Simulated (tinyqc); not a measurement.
Six-band hole subbands of a thin body in a field: one step. Strain and its block. Three cases, with inputs chosen for the exercise.

Problem. exx = eyy = (s11 + s12) sx/2, ezz = s12 sx, exy = -s44 sx/4 (1 GPa/TPa = 1e-3). With e0 the traceless part, B_XX = 2b e0xx - b (e0yy + e0zz) and B_XY = sqrt(3) d exy.

Case 1.

Values chosen (near those of a p-type Ge channel; the results hold for these values, not for the real material):
- S = (9.79, -2.68, 14.84) 1/TPa (compliances s11, s12, s44)
- sx = -2 GPa (stress along the channel [1-10], negative in compression)
- b = -2.57 eV (tetragonal potential)
- d = -5.25 eV (trigonal potential)

Case 2.

Values chosen (near those of a p-type Si channel; the results hold for these values, not for the real material):
- S = (7.77, -2.17, 12.36) 1/TPa (compliances s11, s12, s44)
- sx = -2 GPa (stress along the channel [1-10], negative in compression)
- b = -2.12 eV (tetragonal potential)
- d = -4.89 eV (trigonal potential)

Case 3.

Values chosen (near those of a p-type Si channel; the results hold for these values, not for the real material):
- S = (7.72, -2.15, 12.45) 1/TPa (compliances s11, s12, s44)
- sx = -1 GPa (stress along the channel [1-10], negative in compression)
- b = -2.11 eV (tetragonal potential)
- d = -4.73 eV (trigonal potential)

Give: strain; B.

Solution.

Case 1.

strain, lower triangle:
```
           x          y         z
x  -0.007110
y   0.007420  -0.007110
z          0          0  0.005360
```

B (eV), lower triangle:
```
          X        Y         Z
X   0.03205
Y  -0.06747  0.03205
Z         0        0  -0.06410
```

Case 2.

strain, lower triangle:
```
           x          y         z
x  -0.005600
y   0.006180  -0.005600
z          0          0  0.004340
```

B (eV), lower triangle:
```
          X        Y         Z
X   0.02107
Y  -0.05234  0.02107
Z         0        0  -0.04215
```

Case 3.

strain, lower triangle:
```
           x          y         z
x  -0.002785
y   0.003112  -0.002785
z          0          0  0.002150
```

B (eV), lower triangle:
```
          X        Y         Z
X   0.01041
Y  -0.02550  0.01041
Z         0        0  -0.02083
```

Computed by tinyqc, one run a case: `OMP_NUM_THREADS=1 python tinyqc.py N N+1 out.jsonl` with N = 1252328, 1252395, 1280008; one thread of a shared Intel(R) Xeon(R) Processor @ 2.30GHz, about 0.5 s a run at most.
